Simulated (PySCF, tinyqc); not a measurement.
CID on RHF in the sto-6g basis, for H4, spin multiplicity 1, step by step. The lowest restricted solution is unstable here: a spin-polarised one lies 0.0847 hartree lower (PySCF). One step of it, computed by the program tinyqc.

Task: Iteration 2 (converged): orbitals. Diagonalise F' = X^T F X, C = X C', fill 2 alpha and 2 beta electrons from the bottom; D = 2 C_occ C_occ^T. Each column has its largest component positive (the first on a tie).

converged F (hartree):
```
           1H 1s      2H 1s      3H 1s      4H 1s
1H 1s  -0.170920  -0.137891  -0.354938  -0.101258
2H 1s  -0.137891  -0.170920  -0.101258  -0.354938
3H 1s  -0.354938  -0.101258  -0.170920  -0.137891
4H 1s  -0.101258  -0.354938  -0.137891  -0.170920
```

X:
```
           1H 1s      2H 1s      3H 1s      4H 1s
1H 1s   1.054317  -0.097209  -0.165904  -0.002819
2H 1s  -0.097209   1.054317  -0.002819  -0.165904
3H 1s  -0.165904  -0.002819   1.054317  -0.097209
4H 1s  -0.002819  -0.165904  -0.097209   1.054317
```

Give: F' = X^T F X; orbital energies; coefficients C; D after iteration 2.

Result:

F' = X^T F X (hartree):
```
         1        2        3        4
1  -0.0469  -0.0975  -0.3309  -0.0002
2  -0.0975  -0.0469  -0.0002  -0.3309
3  -0.3309  -0.0002  -0.0469  -0.0975
4  -0.0002  -0.3309  -0.0975  -0.0469
```

orbital energies (hartree): MO1 -0.4755, MO2 -0.2801, MO3 0.1868, MO4 0.3813

coefficients C:
```
          MO1      MO2      MO3      MO4
1H 1s  0.3942   0.4942   0.5629   0.6573
2H 1s  0.3942  -0.4942   0.5629  -0.6573
3H 1s  0.3942   0.4942  -0.5629  -0.6573
4H 1s  0.3942  -0.4942  -0.5629   0.6573
```

D after iteration 2:
```
         1H 1s    2H 1s    3H 1s    4H 1s
1H 1s   0.7993  -0.1777   0.7993  -0.1777
2H 1s  -0.1777   0.7993  -0.1777   0.7993
3H 1s   0.7993  -0.1777   0.7993  -0.1777
4H 1s  -0.1777   0.7993  -0.1777   0.7993
```
